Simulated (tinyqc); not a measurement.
# Floating body of a partially depleted SOI transistor: body voltage and kink: effects of single changes

Source at 0 V. Channel current Ic = 2 nf K Vt^2 [F(0) - F(Vd)](1 + la Vd), F(V) = ln^2(1 + exp((Vg - VT - nf V)/(2 nf Vt))), VT = VT0 - gb Vb. Saturation voltage Vs = 2 Vt sqrt(F(0)) + 3 Vt, excess Ve = (Vd - Vs + sqrt((Vd - Vs)^2 + 0.0004 V^2))/2, multiplication M1 = Ai Ve exp(-Bl/Ve). Each junction passes D(v) = J1 (exp(v/Vt) - 1) + J2 (exp(v/(2 Vt)) - 1). Bipolar current Ib = bb J1 (exp(Vb/Vt) - 1). The body settles where M1 (Ic + Ib) = D(Vb) + D(Vb - Vd) + Vb/Rb; drain current Id = (1 + M1)(Ic + Ib) - D(Vb - Vd).

Values chosen for this exercise; values of the order met in partially depleted silicon-on-insulator transistors:
- T = 398 K (temperature)
- VT0 = 0.45 V (threshold at zero body voltage)
- gb = 0.33 (fall of the threshold per volt of body voltage)
- nf = 1.29 (slope factor)
- K = 100 uA/(V^2 um) (gain factor per width)
- la = 0.04 1/V (channel-length modulation factor)
- Ai = 3.97 1/V (impact-ionisation prefactor)
- Bl = 4.5 V (impact-ionisation voltage)
- J1 = 8.8e-9 uA/um (diffusion saturation current of each junction)
- J2 = 1e-6 uA/um (recombination saturation current of each junction)
- bb = 0 (gain of the lateral bipolar transistor on the diffusion current)
- Rb = 4e5 kohm um (resistance of a weak body tie to the source (1e9 stands for no tie, and the term is then dropped))
- Vg = 0.49 V (gate voltage)
- Vd = 1.4 V (drain voltage)

Constants: q = 1.602176634e-19 C, kB = 1.380649e-23 J/K, Vt = kB T/q. Results are converted to the units shown.

Each table varies one quantity; the others keep the values above.

## Output curve and kink

Rows with more than one solution for Vb (latch) are left out; dId/dVd by a forward difference over 1e-4 V, swing = 1e-4 V over the change of log10 Id; M1 under 1e-12 is printed as 0.

Results:
```
Vd (V)  Vb (V)        M1  Id, floating (uA/um)  Id, grounded (uA/um)  ratio  dId/dVd, floating (uS/um)  dId/dVd, grounded (uS/um)
0.84    0.3745  0.001326                 1.250                0.2808  4.452                      4.821                    0.02147
1.16    0.5257   0.02188                 2.026                0.2953  6.860                      1.803                    0.07810
1.32    0.5614   0.05381                 2.314                0.3113  7.432                      1.841                     0.1236
1.48    0.5885    0.1081                 2.626                0.3352  7.835                      2.097                     0.1761
1.64    0.6100    0.1886                 2.993                0.3679  8.135                      2.505                     0.2325
1.8     0.6275    0.2977                 3.433                0.4097  8.381                      3.017                     0.2901
```

Estimate the missing row, Vd = 1 V.

Computed row:
```
Vd (V)  Vb (V)        M1  Id, floating (uA/um)  Id, grounded (uA/um)  ratio  dId/dVd, floating (uS/um)  dId/dVd, grounded (uS/um)
1       0.4747  0.006572                 1.718                0.2857  6.011                      2.139                    0.04315
```

With this row back in the table: Vb rises from 0.374 to 0.627 V and the ratio of the currents rises from 4.45 to 8.38. The output conductance with a floating body exceeds the grounded value by the largest factor among the rows, 225, at Vd = 0.84 V, where Vb = 0.374 V and M1 = 0.00133.

## Transfer curve and swing

Same model as above.

Transfer curve and swing:
columns A: Vg (V); B: Vb (V); C: M1; D: Id, floating (uA/um); E: Id, grounded (uA/um); F: ratio; G: swing, floating (mV/decade); H: swing, grounded (mV/decade)
```
A           B        C         D         E      F      G      H
0    0.001184   0.1602  1.527e-5  1.515e-5  1.008  108.8  109.5
0.1  0.008175   0.1597  1.431e-4  1.347e-4  1.062  97.69  103.7
0.2    0.4117   0.1513   0.02182  0.001232  17.70  73.02  105.0
0.3    0.5083   0.1318    0.2312   0.01051  22.00  124.1  111.0
0.4    0.5542   0.1036     1.025   0.07424  13.81  196.1  127.4
0.5    0.5775  0.07520     2.668    0.3714  7.184  296.3  164.6
0.6    0.5880  0.05155     5.148     1.223  4.208  412.6  230.2
0.7    0.5906  0.03344     8.394     2.858  2.937  535.3  321.1
0.8    0.5872  0.02037     12.36     5.317  2.324  659.8  427.4
```

What does the comparison show?

Vb goes from 0.00118 through a maximum of 0.591 (at Vg = 0.7 V among the rows listed) to 0.587 V. The smallest swing among the rows is 73.0 mV a decade with a floating body (at Vg = 0.2 V) and 104 with a grounded one; Vt ln 10 = 79.0. The floating swing is smaller by more than 3 % for Vg = 0.1, 0.2 V, where the rising Vb lowers the threshold as Vg rises. In the first row the floating body raises the current by a factor of 1.01.

Range of the model: The multiplication law is an empirical form chosen for the exercise; self-heating and capacitive coupling to the body are left out, and the linear laws are rough once Vb passes about 0.7 V or M1 about 0.1.

Numbers from tinyqc (`OMP_NUM_THREADS=1 python tinyqc.py 2182217 2182218 out.jsonl`; about 0.2 s on one thread of a shared Intel Xeon 2.30GHz).
